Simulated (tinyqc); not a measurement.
# Isotype n-N heterojunction, non-linear Poisson equation by Newton steps, Fermi-Dirac statistics: what changes with what

One dimension, material 1 (n-type) at x < 0 and material 2 (n-type) at x > 0. Band edges: Ec = -psi in material 1 and -psi + dEc in material 2, Ev = Ec - Eg. Equilibrium, Fermi level at 0. n = Nc F((EFn - Ec)/Vt), p = Nv F((Ev - EFp)/Vt), with F(eta) = F_1/2(eta) = (2/sqrt(pi)) int_0^infinity sqrt(u) du/(1 + exp(u - eta)) (Fermi-Dirac statistics); full ionisation, no interface charge, classical densities; the doping types are chosen for the exercise.

Inputs (values chosen for the exercise); band and dielectric values close to those of CdTe and CdS:

| symbol | value | unit | meaning |
|---|---|---|---|
| T | 250 | K | temperature |
| Eg1 | 1.49 | eV | band gap of material 1 |
| er1 | 10.2 |  | relative permittivity of material 1 |
| Nc1 | 6.16e17 | cm^-3 | conduction-band density of states of material 1 |
| Nv1 | 1.37e19 | cm^-3 | valence-band density of states of material 1 |
| Eg2 | 2.37 | eV | band gap of material 2 |
| er2 | 9.04 |  | relative permittivity of material 2 |
| Nc2 | 1.7e18 | cm^-3 | conduction-band density of states of material 2 |
| Nv2 | 1.38e19 | cm^-3 | valence-band density of states of material 2 |
| dEc | -0.09 | eV | conduction-band offset Ec2 - Ec1 |
| N1 | 3.5e17 | cm^-3 | donor density of material 1 |
| N2 | 2.3e16 | cm^-3 | donor density of material 2 |
| V | 0 | V | bias of side 1 against side 2 |

Constants: q = 1.602176634e-19 C, kB = 1.380649e-23 J/K, Vt = kB T/q, eps0 = 8.8541878128e-14 F/cm where lengths are in cm. Results are converted to the units shown.

Each table varies one quantity; the others keep the values above.

## Effect of the donor density of material 2

Exact first integral: on each side D^2/(2 eps0 er) = G, G = q [Vt (nI_j - nI_b) + Vt (pI_j - pI_b) - C (psi_j - psi_b)], with C = +N1 or +N2, b the neutral end of that side, and nI, pI the densities with F_1/2 replaced by F_3/2(eta) = (4/(3 sqrt(pi))) int_0^infinity u^(3/2) du/(1 + exp(u - eta)). D is continuous, so er1 G1(psi_j) = er2 G2(psi_j) fixes psi_j. Ends from Nc1 F(psi_L/Vt) = N1 and Nc2 F((V + psi_R - dEc)/Vt) = N2. D is counted positive when psi rises towards material 2.

Effect of the donor density of material 2:
```
N2 (cm^-3)  psi_R - psi_L (V)  psi_j - psi_L (V)  psi_R - psi_j (V)  D/q (cm^-2)  n_j in 1 (cm^-3)  n_j in 2 (cm^-3)
1.2e15                -0.2384           -0.08738            -0.1510    -5.031e11          7.367e15          1.068e18
2.7e15                -0.2210           -0.08723            -0.1337    -5.026e11          7.417e15          1.074e18
6.4e15                -0.2023           -0.08692            -0.1154    -5.014e11          7.524e15          1.087e18
1.5e16                -0.1840           -0.08631           -0.09765    -4.990e11          7.741e15          1.113e18
3.5e16                -0.1656           -0.08514           -0.08047    -4.944e11          8.172e15          1.163e18
8.3e16                -0.1468           -0.08293           -0.06387    -4.858e11          9.050e15          1.262e18
2e17                  -0.1273           -0.07893           -0.04840    -4.697e11          1.089e16          1.460e18
4.6e17                -0.1082           -0.07264           -0.03559    -4.435e11          1.455e16          1.818e18
```

What does the table show?

As N2 goes from 1.2e15 to 4.6e17, the total bending rises from -0.238 to -0.108 V and the sheet charge D/q rises from -5.03e11 to -4.44e11 cm^-2; the share of the bending in material 1 rises from 36.6 to 67.1 %. In every row electrons move into material 2, which accumulates, while the other side depletes. For N2 = 4.6e17 the carriers at the interface are degenerate and confined to a layer thin enough for quantisation, which is left out.

## Effect of the conduction-band offset Ec2 - Ec1

Same model as above.

Effect of the conduction-band offset Ec2 - Ec1:
```
dEc (eV)  psi_R - psi_L (V)  psi_j - psi_L (V)  psi_R - psi_j (V)  D/q (cm^-2)  n_j in 1 (cm^-3)  n_j in 2 (cm^-3)
-0.39               -0.4747            -0.3440            -0.1307    -1.124e12          4.960e10          4.243e18
-0.32               -0.4047            -0.2805            -0.1242    -1.007e12          9.471e11          3.580e18
-0.24               -0.3247            -0.2094            -0.1153    -8.561e11          2.565e13          2.774e18
-0.17               -0.2547            -0.1494            -0.1053    -7.045e11          4.150e14          2.024e18
-0.09               -0.1747           -0.08581           -0.08890    -4.971e11          7.921e15          1.134e18
-0.02               -0.1047           -0.03942           -0.06529    -2.800e11          6.601e16          4.372e17
0.06               -0.02471          -0.005954           -0.01876    -5.041e10          2.767e17          5.458e16
0.14                0.05529           0.008678            0.04661     7.950e10          4.852e17          2.654e15
0.21                 0.1253            0.01507             0.1102     1.428e11          6.091e17          1.386e14
```

As dEc goes from -0.39 to 0.21, the total bending rises from -0.475 to 0.125 V and the sheet charge D/q rises from -1.12e12 to 1.43e11 cm^-2; the share of the bending in material 1 falls from 72.5 to 12.0 %. The alignment is staggered for dEc = -0.39, -0.32, -0.24, -0.17, -0.09, -0.02 eV. The bending changes sign within the table: electrons move into material 1 where it is positive and into material 2 where it is negative. For dEc = -0.39, -0.32, -0.24, -0.17 the carriers at the interface are degenerate and confined to a layer thin enough for quantisation, which is left out.

Computed by the program tinyqc: `OMP_NUM_THREADS=1 python tinyqc.py 2040045 2040046 out.jsonl`, one thread of a shared Intel Xeon 2.30GHz, about 0.07 s for the whole run.
